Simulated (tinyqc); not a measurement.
Hubbard chain of 2 sites, step by step. Computed by tinyqc, a small Python program that keeps every step. Settings: hopping = 0.97, U = 8.4, mixing = 0.2, iteration cap = 50. Command: `OMP_NUM_THREADS=1 python tinyqc.py 22314 22315 out.jsonl` (the two numbers bound the seeds that draw the settings). One thread of a shared host (Intel(R) Xeon(R) Processor @ 2.60GHz), about 0.2 s of CPU time with the checks.

one-body matrix (hopping and site energies) (eV):
```
          1         2
1   0.00000  -0.97000
2  -0.97000   0.00000
```

U = 8.40000 eV

electrons, up and down: 1  1

n(up) at the start (a guess, not normalised): 1 0.50000, 2 0.50000

n(down) at the start (a guess): 1 0.50000, 2 0.50000

Each step fills the lowest levels of T + U n(other spin) and sets n(new) = n + mixing (n(out) - n); stop when output and input agree to 1e-8.

Course of the cycle:
```
iteration     E (eV)  largest |n(out) - n(in)|  mean |n_up - n_down|
1          2.2600000                  1.11e-16               0.00000
```

Can the last value be used, and what does the course show?

No, though the log alone does not show it. Converged in 1 iterations. But random starts reach -0.22402 eV, so this is another stationary point, not the lowest one. Reruns (cap 100 unless said): mixing 0.5: converged in 1 to a higher stationary point (E = 2.26000); mixing 0.9: converged in 1 to a higher stationary point (E = 2.26000). Before convergence this energy mixes input and output and is not variational, so it may rise towards its limit.
